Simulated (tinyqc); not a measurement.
Donor binding, ionisation and the Mott limit: ionisation against doping.

Hydrogenic donor: Ry = (m0 q^3/(8 eps0^2 h^2)) me/eps_r^2 in eV, E0 = cc Ry, radius a = q/(8 pi eps0 eps_r E0), Mott density Nm = (0.26/a)^3. Below Nm the level sinks as Ed = E0 [1 - (N/Nm)^(1/3)]. Neutrality: Nc F12(eta) = N/(1 + 2 exp(eta + Ed/kB T)), F12(x) = (2/sqrt(pi)) int_0^infinity sqrt(u)/(1 + exp(u - x)) du.

The neutrality equation is solved with F12 in each row.

Inputs (values chosen for the exercise); band and dielectric values close to those of germanium:
- T = 100 K (temperature)
- eps_r = 15.9 (relative permittivity)
- me = 0.119 m0 (mass in the hydrogenic formula, set independently of Nc)
- Nc = 2.04e18 cm^-3 (conduction-band density of states at 100 K)
- cc = 1.9 (ratio of the true binding energy to the hydrogenic one)

Constants: q = 1.602176634e-19 C, kB = 1.380649e-23 J/K, eps0 = 8.8541878128e-12 F/m, h = 6.62607015e-34 J s, m0 = 9.1093837015e-31 kg, Vt = kB T/q. Results are converted to the units shown.

Ionisation against doping:
```
N (cm^-3)       N/Nm  Ed (meV)  ionised (%)  ionised with Ed = E0 (%)
1.5e14     4.3981e-4    11.243       99.946                    99.940
3.4e14     9.9690e-4    10.953       99.881                    99.864
7.8e14     0.0022870    10.565       99.741                    99.688
1.8e15     0.0052777    10.050       99.440                    99.286
4e15        0.011728    9.4036       98.858                    98.439
9.2e15      0.026975    8.5189       97.683                    96.544
2.1e16      0.061573    7.3632       95.566                    92.712
4.8e16       0.14074    5.8388       92.083                    85.710
1.1e17       0.32253    3.8234       87.051                    74.847
2.5e17       0.73302    1.1968       80.908                    61.248
```

The ionised share falls from 99.9 to 80.9 %, against 99.9 to 61.2 % for a fixed level: a higher density raises EF against the level, which fills more donors, while the sinking Ed works the other way.

Range of the model: A sharp level with degeneracy 2 overstates freeze-out near Nm, where the impurity band broadens and merges with the conduction band.

Computed by the program tinyqc: `OMP_NUM_THREADS=1 python tinyqc.py 2330098 2330099 out.jsonl`, one thread of a shared Intel Xeon 2.30GHz, about 0.01 s for the whole run.
